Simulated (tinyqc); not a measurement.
Plane-wave Kohn-Sham cycle with exchange-only LDA in a layered model solid, step by step. One step of it, computed by the program tinyqc.

Task: Iteration 2: Hamiltonian at one k. H(m,m') = (k + G_m)^2/2 delta + V(G_m - G_m'), with V(-G) = V(G).

A solid whose potential varies along x alone (atomic units):

| parameter | value |
|---|---|
| period a | 12.400000 |
| cross-section of the cell | 19.000000 |
| electrons per cell | 4 |
| grid points | 16 |
| plane waves -n..n, n | 2 |
| k points | 4 |
| V1 in V1 cos(2 pi x/a) | -0.150000 |

V(G_m), m = 0, 1, 2, ... (hartree): -0.253040  -0.054845  -0.001593  -0.000094  0.000024

k = 0.125000 2 pi / a

Give: H.

Result:

H (hartree), lower triangle:
```
         -2       -1       +0       +1      +2
-2   0.1983
-1  -0.0548  -0.1548
+0  -0.0016  -0.0548  -0.2510
+1  -0.0001  -0.0016  -0.0548  -0.0906
+2   0.0000  -0.0001  -0.0016  -0.0548  0.3267
```
